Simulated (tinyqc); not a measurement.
Subthreshold parameters from three currents.

Question. Far below threshold and for Vds well above Vt the virtual-source current tends to I = Cinv n Vt vx0 exp((Vgs - VT0 + dl Vds + al Vt)/(n Vt)) per width, with constant n; the three currents follow this limit. Find n, dl and VT0.

Parameters, values chosen for the exercise:
- T = 293 K (temperature)
- Cinv = 1.39 uF/cm^2 (inversion capacitance)
- vx0 = 1.81e7 cm/s (velocity at the virtual source)
- al = 3.5 (threshold shift (in units of Vt) from weak to strong inversion)

Constants: q = 1.602176634e-19 C, kB = 1.380649e-23 J/K, Vt = kB T/q. Results are converted to the units shown.

I at (Vgs, Vds) = (-0.2, 0.3), (-0.08, 0.3) and (-0.2, 0.95) V (nA/um): 0.58550453  13.079693  14.563066

Answer. The first two currents differ in Vgs alone and give n; the first and third differ in Vds alone and give dl; the size of the first then gives VT0.

n = 1.53
dl = 0.191 V/V
VT0 = 0.410 V

Computed by the program tinyqc: `OMP_NUM_THREADS=1 python tinyqc.py 2380039 2380040 out.jsonl`, one thread of a shared Intel Xeon 2.30GHz, about 0.01 s for the whole run.
